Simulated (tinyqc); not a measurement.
From a target to a composition: alloy A(1-x)B(x) by interpolation with bowing. Three cases, with inputs chosen for the exercise.

Problem. An alloy A(1-x)B(x) has the gap E(x) = (1 - x) E_A + x E_B - C1 x (1 - x) at Gamma, C1 the first entry of C. Which x puts hc/E at the given wavelength, and what is the mismatch (a_sub - a(x))/a(x) to a substrate of A, with Vegard for a(x)?

Constants: hc = 1239.841984 eV nm.

Find: target gap; x; mismatch.

Method. Solve C1 x^2 + (E_B - E_A - C1) x + E_A - hc/wavelength = 0; the gap is monotonic in x because |E_B - E_A| > C1, so one root lies between 0 and 1. Whether Gamma is the lowest valley there, and whether such a mismatch can be grown coherently, are separate questions.

Case 1.

Values chosen (out of a larger set: A near Ge, B near Si; not measured data): a = (5.666, 5.424) angstrom (lattice constant of A, B); Eg = (0.902, 4.219) eV (gap at Gamma to the s-like level of A, B); C = (0.208, 0.228, 0.02) eV (bowing of the Gamma, X and L gaps).

wavelength = 446.759 nm

Solution.

target gap = 2.7752 eV
x = 0.580
mismatch = 2.540 %

Case 2.

Values chosen (out of a larger set: A near Si, B near Ge; not measured data): a = (5.433, 5.654) angstrom (lattice constant of A, B); Eg = (4.129, 0.885) eV (gap at Gamma to the s-like level of A, B); C = (0.273, 0.199, 0) eV (bowing of the Gamma, X and L gaps).

wavelength = 1132.992 nm

Solution.

target gap = 1.0943 eV
x = 0.930
mismatch = -3.645 %

Case 3.

Values chosen (out of a larger set: A near GaP, B near InP; not measured data): a = (5.448, 5.864) angstrom (lattice constant of A, B); Eg = (2.918, 1.439) eV (gap at Gamma to the s-like level of A, B); C = (0.746, 0.221, 1.004) eV (bowing of the Gamma, X and L gaps).

wavelength = 473.020 nm

Solution.

target gap = 2.6211 eV
x = 0.140
mismatch = -1.058 %

Computed by tinyqc, one run a case: `OMP_NUM_THREADS=1 python tinyqc.py N N+1 out.jsonl` with N = 1080131, 1080209, 1080212; one thread of a shared Intel(R) Xeon(R) Processor @ 2.30GHz, about 0.01 s a run at most.
